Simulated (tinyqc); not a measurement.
Worked calculation: geometry relaxation of a small cluster. Computed by tinyqc, a small Python program that keeps every step. Command: `OMP_NUM_THREADS=1 python tinyqc.py 3028648 3028649 out.jsonl relax walk`. One thread of a shared host (Intel(R) Xeon(R) Processor @ 2.30GHz), about 0.02 s of CPU time with the checks. Intermediate numbers are printed to about 6 digits and carried at full precision; extremes and crossings named in words are read from the listed rows.

E = sum_i {sum_j A exp(-p (r_ij/r0 - 1)) - xi sqrt(rho_i)}, rho_i = sum_j exp(-2 q (r_ij/r0 - 1)); the force on i is -sum_j w_ij (R_i - R_j)/r_ij with w_ij = -(2p/r0) A exp(-p (r_ij/r0 - 1)) + (xi q/r0) exp(-2 q (r_ij/r0 - 1)) (rho_i^(-1/2) + rho_j^(-1/2)).

Inputs (values chosen for the exercise, for model atoms): length r0 = 2.79 angstrom; repulsion A = 0.15 eV; hopping xi = 1.79 eV; decay p = 9.98; decay q = 2.9; step factor eta = 0.028 angstrom^2/eV; largest number of steps = 500.

Potential: Gupta. Method: BFGS.

starting positions (angstrom), rows atom 1, atom 2, atom 3, atom 4, atom 5, atom 6, columns x, y, z:
$$\begin{pmatrix}
0.06 & -0.02 & -0.15 \\
2.74 & -0.11 & -0.23 \\
2.4 & 2.37 & 0 \\
-0.05 & 2.65 & -0.12 \\
1.06 & 1.31 & 1.95 \\
1.17 & 1.48 & -1.87
\end{pmatrix}$$

## Energy and forces at the start

Evaluate E and the forces at the starting positions.

distances (angstrom): 1-2 2.68270, 1-3 3.34816, 1-4 2.67243, 1-5 2.67935, 1-6 2.53781, 2-3 2.51374, 2-4 3.92604, 2-5 3.09697, 2-6 2.77175, 3-4 2.46887, 3-5 2.59262, 3-6 2.40871, 4-5 2.70418, 4-6 2.43306, 5-6 3.82536

energy at the start = -18.8272 eV

forces (eV/angstrom), rows atom 1, atom 2, atom 3, atom 4, atom 5, atom 6, columns x, y, z:
$$\begin{pmatrix}
0.77163 & 0.61636 & 0.48240 \\
-1.10165 & 0.46321 & 0.11411 \\
0.96272 & 0.25370 & 1.05922 \\
-0.81590 & -0.09455 & 0.92273 \\
0.02020 & -0.20439 & -1.35721 \\
0.16300 & -1.03433 & -1.22124
\end{pmatrix}$$

## The first two steps

BFGS: R(new) = R + B F with the inverse Hessian B = eta 1 at first; with s = R(new) - R, y = F - F(new), rho = 1/(y.s): B(new) = (1 - rho s y^T) B (1 - rho y s^T) + rho s s^T, skipped if y.s is not positive. No atom moves more than 0.3 angstrom a step (the whole step is scaled). Stop when the largest force component is below 1e-5 eV/angstrom.

positions after step 1 (angstrom), rows atom 1, atom 2, atom 3, atom 4, atom 5, atom 6, columns x, y, z:
$$\begin{pmatrix}
0.08161 & -0.00274 & -0.13649 \\
2.70915 & -0.09703 & -0.22680 \\
2.42696 & 2.37710 & 0.02966 \\
-0.07285 & 2.64735 & -0.09416 \\
1.06057 & 1.30428 & 1.91200 \\
1.17456 & 1.45104 & -1.90419
\end{pmatrix}$$

energy after step 1 = -19.0613 eV

positions after step 2 (angstrom), rows atom 1, atom 2, atom 3, atom 4, atom 5, atom 6, columns x, y, z:
$$\begin{pmatrix}
0.12241 & 0.03335 & -0.11107 \\
2.64093 & -0.06906 & -0.21952 \\
2.45770 & 2.39104 & 0.06711 \\
-0.09400 & 2.62619 & -0.05555 \\
1.06372 & 1.28975 & 1.83505 \\
1.18924 & 1.40873 & -1.93602
\end{pmatrix}$$

energy after step 2 = -19.2298 eV

## All steps

The formulas are those given above.

Course of the relaxation:
```
step    E (eV)  largest force (eV/angstrom)  force calls
0     -18.8272                  1.35721e+00            1
1     -19.0613                  1.03346e+00            2
2     -19.2298                  3.95509e-01            3
3     -19.2465                  3.69851e-01            4
4     -19.3301                  7.49528e-01            5
5     -19.3647                  4.79431e-01            6
6     -19.4023                  2.21823e-01            7
7     -19.4071                  1.52144e-01            8
8     -19.4111                  8.88524e-02            9
...        ...                          ...          ...
18    -19.4140                  4.51569e-04           19
19    -19.4140                  3.44110e-04           20
20    -19.4140                  2.25928e-04           21
21    -19.4140                  1.54315e-04           22
22    -19.4140                  8.44126e-05           23
23    -19.4140                  7.34385e-05           24
24    -19.4140                  5.11859e-05           25
25    -19.4140                  2.26929e-05           26
26    -19.4140                  5.43401e-06           27
```

final positions (angstrom), rows atom 1, atom 2, atom 3, atom 4, atom 5, atom 6, columns x, y, z:
$$\begin{pmatrix}
-0.04537 & -0.00798 & -0.16045 \\
2.52061 & 0.00462 & -0.10704 \\
2.50537 & 2.56798 & 0.02045 \\
-0.06061 & 2.55538 & -0.03296 \\
1.19272 & 1.18965 & 1.74221 \\
1.26728 & 1.37035 & -1.88221
\end{pmatrix}$$

final energy = -19.4140 eV

steps = 26

largest force at the end = 5.43401e-06 eV/angstrom

Converged in 26 steps.

## Curvatures at the end

Hessian at the final positions by central differences of the forces; six eigenvalues vanish (translations and rotations). Steepest descent is stable for eta below 2/lambda_max and contracts the softest mode by 1 - eta lambda_min a step.

non-zero eigenvalues (eV/angstrom^2): [3.5846, 3.5846, 3.5846, 3.7462, 3.7462, 7.5011, 7.5011, 7.5011, 14.5994, 14.5994, 14.5994, 24.3272]

condition number = 6.78657

largest stable eta = 0.0822124 angstrom^2/eV

contraction of the softest mode = 0.899631

All are positive, so the end point is a minimum.

## Four methods from the same start

Steepest descent: R(new) = R + eta F. Conjugate gradient (Polak-Ribiere): d = F + beta d(old), beta = max(0, F.(F - F(old))/|F(old)|^2), d = F at first; step length from one secant, s = eta (F.d)/(F.d - F(R + eta d).d), replaced by eta if that is not positive; R(new) = R + s d. FIRE with unit mass: if F.v > 0, v = (1 - a) v + a |v| F/|F|, and after more than 5 such steps in a row dt = min(1.1 dt, 5 dt0), a = 0.99 a; else v = 0, a = 0.1, and dt = dt/2 (not at the first step). Then v = v + dt F, R(new) = R + dt v. dt0 = sqrt(eta), a = 0.1 at first. In this comparison each method may take up to 1500 steps.

Cost:
```
method              steps  force calls  final E (eV)  calls to reach 1e-2
steepest descent      115          116      -19.4140                   52
conjugate gradient     16           33      -19.4140                   23
BFGS                   26           27      -19.4140                   16
FIRE                  107          108      -19.4140                   41
```

In force calls the order is BFGS (27), conjugate gradient (33), FIRE (108), steepest descent (116). All that converged end at the same energy. Near the minimum steepest descent multiplies the slowest mode by 0.900 in size a step, 22 steps a decade of force, at a condition number of 6.8. It is the dearest here: the others use earlier steps to learn the curvature or to build momentum along soft directions.

Checks made by the program: forces against finite differences of E (relative difference 5e-10).
